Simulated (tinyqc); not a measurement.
CCSD on RHF in the sto-3g basis, for H3+, spin multiplicity 1, step by step. One step of it, computed by the program tinyqc.

Problem. CCSD: starting amplitudes. t_ij^ab = <ij||ab> / (e_i + e_j - e_a - e_b), whose energy is MP2.

orbital energies (hartree): MO1 -0.892313, MO2 -0.275644, MO3 -0.019815

Two-electron integrals over orbitals (pq|rs), unique and non-zero (hartree):
```
(11|11) 0.517898    (21|11) -0.018388   (21|21) 0.144951    (22|11) 0.470311
(22|21) 0.046326    (22|22) 0.565279    (31|11) 0.046486    (31|21) 0.002887
(31|22) -0.074796   (31|31) 0.150380    (32|11) 0.004507    (32|21) -0.118067
(32|22) -0.024797   (32|31) -0.034473   (32|32) 0.112658    (33|11) 0.529155
(33|21) -0.047826   (33|22) 0.447358    (33|31) 0.088364    (33|32) 0.021826
(33|33) 0.585681
```

Give: Starting amplitudes; correlation energy.

Solution.

Starting amplitudes (spin orbitals 1a, 1b, ...; amplitudes related by a flip of all spins are not repeated):
```
from      to        t
1a 1b  2a 2b  -0.1175
1a 1b  3a 3b  -0.0862
1a 1b  2a 3b  -0.0019
```

correlation energy = -0.030006 hartree
